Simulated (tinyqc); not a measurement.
Tunnelling through a gate dielectric, WKB transmission and Tsu-Esaki current: two steps of the calculation.

Electrons leave the emitter at x = 0. Energies E (motion across the layers) are in eV from the emitter Fermi level; the collector Fermi level lies at -V and offers states at every E. No charge in the dielectric and no image force: F1 = V/t1, U = phi1 - F1 x. With C = hbar^2/(2 m0), kappa = sqrt(m (U - E)/C) where U > E and 0 elsewhere; T(E) = exp(-S), S = 2 times the integral of kappa over x.

Parameters, values chosen for the exercise; dielectric values close to those of silicon nitride: temperature T = 400 K; Fermi energy of the emitter above its band bottom Ef = 0.1 eV; emitter mass in the supply function me = 1 m0; barrier of layer 1 above the emitter Fermi level at zero bias phi1 = 2.18 eV; tunnelling mass of layer 1 m1 = 0.51 m0; thickness of layer 1 t1 = 3.4 nm; voltage across the dielectric V = 1.4 V; energy of the electron followed E = 0 eV; cells in each layer nc = 8; lower end of the energy grid Ea = -0.1 eV; upper end of the energy grid Eb = 0.49 eV; points of the energy grid nE = 13.

Constants: q = 1.602176634e-19 C, kB = 1.380649e-23 J/K, hbar = 1.054571817e-34 J s, m0 = 9.1093837015e-31 kg, Vt = kB T/q, hbar^2/(2 m0) = 0.0380998212 eV nm^2. Results are converted to the units shown.

Question 1. WKB exponent by the midpoint rule. Cut each layer into nc equal cells, take U and kappa at the cell centres, and sum S = 2 sum kappa h.

Find: x; U; kappa; S; T(E).

Answer 1.

| cell | x (nm) | U (eV) | kappa (1/nm) |
|---|---|---|---|
| 0 | 0.212 | 2.092 | 5.292 |
| 1 | 0.637 | 1.917 | 5.066 |
| 2 | 1.062 | 1.742 | 4.830 |
| 3 | 1.488 | 1.567 | 4.581 |
| 4 | 1.913 | 1.393 | 4.317 |
| 5 | 2.337 | 1.218 | 4.037 |
| 6 | 2.763 | 1.042 | 3.736 |
| 7 | 3.188 | 0.868 | 3.408 |

S = 29.98
T(E) = 9.579e-14

Question 2. Current density on a coarse energy grid. Each layer adds (2/F) sqrt(m/C) [G(u at its left edge) - G(u at its right edge)] to S, with u = U - E (0 where negative) and G(u) = (2/3) u^1.5. The slope follows from 1/d = -dS/dE.

J = J0 times the integral of T(E) N(E) dE, N = ln[(1 + exp(-E/Vt))/(1 + exp((-E - V)/Vt))], J0 = q^2 me m0 kB T/(2 pi^2 hbar^3) (times 1e-4 for A/cm^2 per eV), by Simpson's rule on nE equally spaced points from Ea to Eb.

Wanted: E; T(E); N; T(E) N; J0; J.

Answer 2.

| point | E (eV) | T(E) | N | T(E) N |
|---|---|---|---|---|
| 0 | -0.10000 | 3.4203e-14 | 2.9546 | 1.0106e-13 |
| 1 | -0.05083 | 5.6623e-14 | 1.6808 | 9.5173e-14 |
| 2 | -0.00167 | 9.4603e-14 | 0.71762 | 6.7889e-14 |
| 3 | 0.04750 | 1.5961e-13 | 0.22480 | 3.5880e-14 |
| 4 | 0.09667 | 2.7210e-13 | 0.058780 | 1.5994e-14 |
| 5 | 0.14583 | 4.6904e-13 | 0.014436 | 6.7711e-15 |
| 6 | 0.19500 | 8.1824e-13 | 0.0034862 | 2.8526e-15 |
| 7 | 0.24417 | 1.4459e-12 | 8.3840e-4 | 1.2122e-15 |
| 8 | 0.29333 | 2.5907e-12 | 2.0143e-4 | 5.2185e-16 |
| 9 | 0.34250 | 4.7131e-12 | 4.8382e-5 | 2.2803e-16 |
| 10 | 0.39167 | 8.7181e-12 | 1.1620e-5 | 1.0131e-16 |
| 11 | 0.44083 | 1.6427e-11 | 2.7909e-6 | 4.5845e-17 |
| 12 | 0.49000 | 3.1596e-11 | 6.7030e-7 | 2.1179e-17 |

J0 = 5.5782e8 A/(cm^2 eV)
J = 7.6157e-6 A/cm^2

The integrand peaks at E = -0.100 eV among these points.

Program tinyqc, `OMP_NUM_THREADS=1 python tinyqc.py 2540040 2540041 out.jsonl`; Intel Xeon 2.30GHz, shared host, one thread, about 0.03 s.
